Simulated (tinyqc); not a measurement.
Inside a calculation: shallow acceptor in the spherical four-band model. Values are carried at full precision from step to step, so a last printed digit may differ when a step is redone from the rounded ones.

Units Ry* = Ry/(g1 eps^2) and a* = a0 eps g1; mu = (6 g3 + 4 g2)/(5 g1) is the spherical heavy-light coupling and delta = (g3 - g2)/g1 the cubic term, which is left out.

Constants: Ry = 13.60569312 eV; a0 (Bohr radius) = 0.5291772105 angstrom.

Inputs chosen for the exercise (near those of a shallow acceptor in GaP, where the small spin-orbit splitting and strong warping make this model rough; shifted at random, so the results belong to these values and not to a real crystal):
- g1 = 4.05 (Luttinger gamma1)
- g2 = 0.49 (gamma2)
- g3 = 1.25 (gamma3)
- eps = 11.1 (dielectric constant)
- al = (0.175, 1.05, 6.29) 1/a*^2 (exponents a_i, the same for f and g)
- Dso = 0.08 eV (spin-orbit splitting)

## Units and couplings

Give Ry*, a*, mu, delta and the spherical masses 1/(g1 (1 -/+ mu)).

Ry* = 27.266 meV
a* = 23.79 angstrom
mu = 0.46716
delta = 0.1877

heavy and light mass (m0): 0.4634  0.1683

A hydrogen model with the heavy mass would bind by Ry*/(1 - mu) = 51.2 meV and with the light mass by 18.6 meV. delta/mu = 0.40: the cubic term is not small, so the spherical result is a first estimate.

## Matrices in a small basis

The ground state 1S3/2 has an L = 0 part f(r) and an L = 2 part g(r). In units of Ry* and a*, with Gaussians f_i = exp(-a_i r^2), g_i = r^2 exp(-a_i r^2), A = a_i + a_j and I(n) = Gamma((n + 1)/2)/(2 A^((n + 1)/2)): S_ff = I(2), S_gg = I(6), H_ff = (6 a_i a_j/A) I(2) - 2 I(1), H_gg = (14 a_i a_j/A) I(6) - 2 I(5), H_fg = -mu [15 I(2) - 20 a_j I(4) + 4 a_j^2 I(6)]; each function is then normalised. The split-off band is left out.

Form S and H.

S, lower triangle:
```
,f1,f2,f3,g1,g2,g3
f1,1.0000
f2,0.5855,1.0000
f3,0.1849,0.5860,1.0000
g1,0,0,0,1.0000
g2,0,0,0,0.2868,1.0000
g3,0,0,0,0.0195,0.2873,1.0000
```

H (Ry*), lower triangle:
```
,f1,f2,f3,g1,g2,g3
f1,-0.8101
f2,-0.9355,-0.1204
f3,-0.8721,-0.4192,10.8657
g1,-0.3166,-0.5448,-0.2217,0.5129
g2,-0.0908,-1.8998,-3.2700,0.2202,5.6058
g3,-0.0062,-0.5459,-11.3805,-0.0132,2.6826,39.7610
```

## Ground state in the small basis

Solve H u = E S u for the lowest level of the acceptor; the first half of the basis is L = 0 and the second L = 2. Give E, E without the f-g block, and the L = 2 weight u_g S_gg u_g with u S u = 1.

E = -1.221 Ry*
E without coupling = -0.989 Ry*
L = 2 weight = 0.087

Without the coupling the exact value is -1, which this basis, tuned to the compact coupled state, misses by 0.011. The coupling to L = 2 takes the level to 1.22 times that exact value.

## Converged result

Converged values use 22 exponents 2.2^i, i = -7 to 14, for f and for g.
Ground and next level of the same symmetry, L = 2 weight and mean radius.

1S3/2 and 2S3/2 (Ry*): -1.250  -0.341

binding energies (meV): 34.1  9.3

L = 2 weight = 0.095
<r> = 29.5 angstrom

The small basis reaches 98 % of the binding. The ratio 1S/2S is 3.67 (4 for hydrogen). The binding is 0.43 of Dso, so the split-off band, left out here, would deepen it noticeably.

## Checks

- Level at mu = 0 against -1 Ry*: both -1.0000.
- Ground level from a second, denser basis, Ry*: both -1.250.

Run: tinyqc, `OMP_NUM_THREADS=1 python tinyqc.py 1250097 1250098 out.jsonl`; Intel(R) Xeon(R) Processor @ 2.30GHz, one thread, shared host; about 0.2 s of CPU time with all checks.
